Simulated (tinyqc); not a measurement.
Harmonic frequencies on the RHF/sto-3g surface (energies and gradients from PySCF), for H2, spin multiplicity 1, step by step. One step of it, computed by the program tinyqc.

Task: Normal modes. Diagonalise H_ij / sqrt(m_i m_j); the 5 smallest eigenvalues belong to translations and rotations; wavenumber = sqrt(eigenvalue / 1822.888) x 219474.63; each mode has its largest component positive (the first on a tie); zero-point energy = sum of wavenumbers / 2, with 349.755 1/cm per kcal/mol.

Hessian (symmetrised) (hartree/bohr^2):
```
,1Hx,1Hy,1Hz,2Hx,2Hy,2Hz
1Hx,0.00001453,0.00000000,0.00000000,-0.00001453,0.00000000,0.00000000
1Hy,0.00000000,0.00001453,0.00000000,0.00000000,-0.00001453,0.00000000
1Hz,0.00000000,0.00000000,0.57303842,0.00000000,0.00000000,-0.57303842
2Hx,-0.00001453,0.00000000,0.00000000,0.00001453,0.00000000,0.00000000
2Hy,0.00000000,-0.00001453,0.00000000,0.00000000,0.00001453,0.00000000
2Hz,0.00000000,0.00000000,-0.57303842,0.00000000,0.00000000,0.57303842
```

masses (u): 1H 1.007825, 2H 1.007825

Give: eigenvalues of the mass-weighted Hessian; harmonic wavenumbers of the vibrations; mass-weighted modes; zero-point energy.

Result:

eigenvalues of the mass-weighted Hessian (hartree/(bohr^2 u)): 0.0000  0.0000  0.0000  0.0000  0.0000  1.1372

harmonic wavenumbers of the vibrations (1/cm): 5481.7

mass-weighted modes:
```
,mode 1
1Hx,0.0000
1Hy,0.0000
1Hz,0.7071
2Hx,0.0000
2Hy,0.0000
2Hz,-0.7071
```

zero-point energy = 7.8365 kcal/mol
